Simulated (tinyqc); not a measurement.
Inside a calculation: mean-field antiferromagnet of the Hubbard model on the square lattice. Values are carried at full precision from step to step, so a last printed digit may differ when a step is redone from the rounded ones.

e(k) = -2 t (cx + cy) - 4 t2 cx cy, ci = cos ki; one electron a site; Q = (pi, pi). <n_up - n_dn> = m cos(Q.R) gives Delta = U m/2 and bands E = e+ -/+ sqrt(e-^2 + Delta^2), e+- = (e(k) +- e(k + Q))/2 (the constant U/2 is dropped). Means run over the mesh k_i = 2 pi (j + 1/2)/N of the whole zone: mu from mean(f(E-) + f(E+)) = 1; m(out) = mean of Delta (f(E-) - f(E+))/sqrt(e-^2 + Delta^2); free energy per site F = -kT mean[ln(1 + exp(-(E- - mu)/kT)) + ln(1 + exp(-(E+ - mu)/kT))] + mu + U m^2/4. Order at T > 0 in two dimensions is an artefact of mean field.

Constants: kB = 8.617333262e-05 eV/K.

Parameters, chosen for this exercise: t = 1.16 eV (nearest hopping); t2 = 0 eV (second hopping); N = 6 (mesh); U = 6.68 eV (on-site repulsion); m0 = 0.89 (starting staggered moment); T = 300 K.

## Folded levels on the mesh

Collect the points with equal |e-| and e+.

Classes of points:
```
|e-| (eV)  e+ (eV)  points
0.00000    0.00000      12
2.00918    0.00000      16
4.01836    0.00000       8
```

## One mean-field step

From m = m0 form Delta, the two bands of each class and m(out).

Delta = 2.9726 eV

E-, E+ and Delta/sqrt(e-^2 + Delta^2) of each class:
```
|e-| (eV)  E- (eV)  E+ (eV)  Delta/sqrt(e-^2 + Delta^2)
0.0000     -2.9726   2.9726                      1.0000
2.0092     -3.5879   3.5879                      0.8285
4.0184     -4.9984   4.9984                      0.5947
```

m(out) = 0.8337

m(out) is below m0, so the next step starts from a smaller moment.

## Self-consistency

Repeat with m = m(out) until |m(out) - m| < 1e-8; F(0) is the free energy at m = 0.

Iterations:
```
step         m  Delta (eV)    m(out)     F (eV)
1     0.890000     2.97260  0.833716  -2.373435
2     0.833716     2.78461  0.820327  -2.379962
3     0.820327     2.73989  0.816929  -2.380337
4     0.816929     2.72854  0.816054  -2.380361
5     0.816054     2.72562  0.815827  -2.380363
6     0.815827     2.72486  0.815768  -2.380363
7     0.815768     2.72467  0.815753  -2.380363
8     0.815753     2.72461  0.815749  -2.380363
9     0.815749     2.72460  0.815748  -2.380363
10    0.815748     2.72460  0.815748  -2.380363
11    0.815748     2.72460  0.815748  -2.380363
12    0.815748     2.72460  0.815748  -2.380363
13    0.815748     2.72460  0.815748  -2.380363
```

m = 0.8157
Delta = 2.7246 eV
lowest E+ minus highest E- on the mesh = 5.4492 eV
F - F(0) = -582.48 meV

Converged in 13 steps. The ordered state lies 582.48 meV a site below the paramagnet and is an insulator on this mesh. A mesh of N = 48 gives m = 0.816 and F - F(0) = -499.5 meV.

## Checks

- Energy gain at U = 400 t against the exchange limit -z t^2/U a site (z neighbours), counted from -U/4 (eV): both -0.0116.

Run: tinyqc, `OMP_NUM_THREADS=1 python tinyqc.py 1651704 1651705 out.jsonl`; Intel(R) Xeon(R) Processor @ 2.30GHz, one thread, shared host; about 0.2 s of CPU time with all checks.
